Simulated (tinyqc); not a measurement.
Inside a calculation. Method: empirical pseudopotential in a few plane waves. One step of it, computed by the program tinyqc.

Problem. Levels at G. Diagonalise the Hermitian matrix.

H(k) at G (eV), lower triangle (Hermitian):
```
                     +0+0+0               -1-1-1               -1-1+1               -1+1-1
+0+0+0             0.000000
-1-1-1   2.183894-0.731172i            12.962832
-1-1+1  -2.183894-0.731172i   0.000000+0.612256i            12.962832
-1+1-1  -2.183894-0.731172i   0.000000+0.612256i             0.421776            12.962832
-1+1+1  -2.183894+0.731172i            -0.421776   0.000000+0.612256i   0.000000+0.612256i
+1-1-1  -2.183894-0.731172i   0.000000+0.612256i             0.421776             0.421776
+1-1+1  -2.183894+0.731172i            -0.421776   0.000000+0.612256i             0.000000
+1+1-1  -2.183894+0.731172i            -0.421776             0.000000   0.000000+0.612256i
+1+1+1   2.183894+0.731172i             0.000000            -0.421776            -0.421776
-2+0+0   0.000000-0.612256i  -2.183894+0.731172i  -2.183894-0.731172i  -2.183894-0.731172i
+0-2+0   0.000000-0.612256i  -2.183894+0.731172i  -2.183894-0.731172i   0.663827-0.153931i
+0+0-2   0.000000-0.612256i  -2.183894+0.731172i   0.663827-0.153931i  -2.183894-0.731172i
+0+0+2   0.000000+0.612256i  -0.663827-0.153931i   2.183894+0.731172i  -0.663827+0.153931i
+0+2+0   0.000000+0.612256i  -0.663827-0.153931i  -0.663827+0.153931i   2.183894+0.731172i
+2+0+0   0.000000+0.612256i  -0.663827-0.153931i  -0.663827+0.153931i  -0.663827+0.153931i

                     -1+1+1               +1-1-1               +1-1+1               +1+1-1
-1+1+1            12.962832
+1-1-1             0.000000            12.962832
+1-1+1             0.421776   0.000000+0.612256i            12.962832
+1+1-1             0.421776   0.000000+0.612256i             0.421776            12.962832
+1+1+1   0.000000+0.612256i            -0.421776   0.000000+0.612256i   0.000000+0.612256i
-2+0+0   2.183894-0.731172i   0.663827-0.153931i  -0.663827-0.153931i  -0.663827-0.153931i
+0-2+0  -0.663827-0.153931i  -2.183894-0.731172i   2.183894-0.731172i  -0.663827-0.153931i
+0+0-2  -0.663827-0.153931i  -2.183894-0.731172i  -0.663827-0.153931i   2.183894-0.731172i
+0+0+2  -2.183894+0.731172i  -0.663827+0.153931i  -2.183894+0.731172i   0.663827+0.153931i
+0+2+0  -2.183894+0.731172i  -0.663827+0.153931i   0.663827+0.153931i  -2.183894+0.731172i
+2+0+0   0.663827+0.153931i   2.183894+0.731172i  -2.183894+0.731172i  -2.183894+0.731172i

                     +1+1+1     -2+0+0     +0-2+0     +0+0-2
+1+1+1            12.962832
-2+0+0  -0.663827+0.153931i  17.283776
+0-2+0  -0.663827+0.153931i   0.421776  17.283776
+0+0-2  -0.663827+0.153931i   0.421776   0.421776  17.283776
+0+0+2  -2.183894-0.731172i  -0.421776  -0.421776   0.000000
+0+2+0  -2.183894-0.731172i  -0.421776   0.000000  -0.421776
+2+0+0  -2.183894-0.731172i   0.000000  -0.421776  -0.421776

           +0+0+2     +0+2+0     +2+0+0
+0+0+2  17.283776
+0+2+0   0.421776  17.283776
+2+0+0   0.421776   0.421776  17.283776
```

Give: eigenvalues.

Solution.

eigenvalues (eV): -3.2202  8.4198  8.4198  8.4198  10.9458  12.8188  12.8188  12.8188  16.4402  16.4402  16.9482  21.1273  21.1273  21.1273  22.7535
